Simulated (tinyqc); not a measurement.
Hall effect and magnetoresistance of several carrier groups with constant relaxation times. Inputs raised by 5 %, one at a time. Computed by tinyqc, a small Python program. Command: `OMP_NUM_THREADS=1 python tinyqc.py 3009497 3009498 out.jsonl hall2 sens`. One thread of a shared host (Intel(R) Xeon(R) Processor @ 2.30GHz), about 0.01 s of CPU time with the checks.

Group 1 has charge -e and group 2 charge -e; s_i is that sign. B lies along z; mu B is formed with mu in m^2/(V s).

Inputs (values chosen for the exercise, for a model conductor):

| quantity | value | unit |
|---|---|---|
| density n1 | 1.8e+12 | 1/cm^2 |
| mobility mu1 | 5300 | cm^2/(V s) |
| density n2 | 3.2e+12 | 1/cm^2 |
| mobility mu2 | 1300 | cm^2/(V s) |
| magnetic field B | 0.23 | T |

Carriers: two electron groups. Densities: per area (a thin layer).

Constants: e = 1.602176634e-19 C.

Method. sigma_xx = sum n_i e mu_i/(1 + mu_i^2 B^2); sigma_xy = sum s_i n_i e mu_i^2 B/(1 + mu_i^2 B^2). rho_xx = sigma_xx/(sigma_xx^2 + sigma_xy^2); Hall coefficient R_H = sigma_xy/(B (sigma_xx^2 + sigma_xy^2)), with B in V s/cm^2 (1 T = 1e-4 V s/cm^2); magnetoresistance MR = rho_xx(B)/rho_xx(0) - 1. Apparent density 1/(e |R_H|); Hall mobility |R_H|/rho_xx.

Runs:

| input moved | from | to | rho_xx (ohm) | magnetoresistance MR (%) | apparent density (1/cm^2) | sigma at B = 0 (S) |
|---|---|---|---|---|---|---|
| base run | - | - | 456.40 | 0.17837 | 3.3571e+12 | 0.0021950 |
| density n1 (1/cm^2) | 1.8e+12 | 1.89e+12 | 441.03 | 0.17492 | 3.4394e+12 | 0.0022714 |
| mobility mu1 (cm^2/(V s)) | 5300 | 5565 | 441.13 | 0.19882 | 3.2905e+12 | 0.0022714 |
| density n2 (1/cm^2) | 3.2e+12 | 3.36e+12 | 449.59 | 0.18171 | 3.4433e+12 | 0.0022283 |
| mobility mu2 (cm^2/(V s)) | 1300 | 1365 | 449.56 | 0.17583 | 3.4260e+12 | 0.0022283 |
| magnetic field B (T) | 0.23 | 0.2415 | 456.48 | 0.19659 | 3.3575e+12 | 0.0021950 |

Exponents ln(y'/y) / ln(x'/x):

| input | rho_xx | magnetoresistance MR | apparent density | sigma at B = 0 |
|---|---|---|---|---|
| density n1 | -0.702 | -0.401 | 0.496 | 0.701 |
| mobility mu1 | -0.697 | 2.225 | -0.410 | 0.701 |
| density n2 | -0.308 | 0.380 | 0.520 | 0.309 |
| mobility mu2 | -0.309 | -0.294 | 0.416 | 0.309 |
| magnetic field B | 0.004 | 1.993 | 0.002 | 0.000 |

Which inputs matter most for each result?

Among the inputs moved here: rho_xx answers most in size to density n1 (exponent -0.702), and about equally to mobility mu1 (-0.697). Magnetoresistance MR answers most in size to mobility mu1 (exponent +2.225), next to magnetic field B (+1.993). Its exponent +1.993 in magnetic field B: the quadratic law. Apparent density answers most in size to density n2 (exponent +0.520), next to density n1 (+0.496). sigma at B = 0 answers most in size to density n1 (exponent +0.701), and about equally to mobility mu1 (+0.701); its exponent is below 0.0005 for magnetic field B.
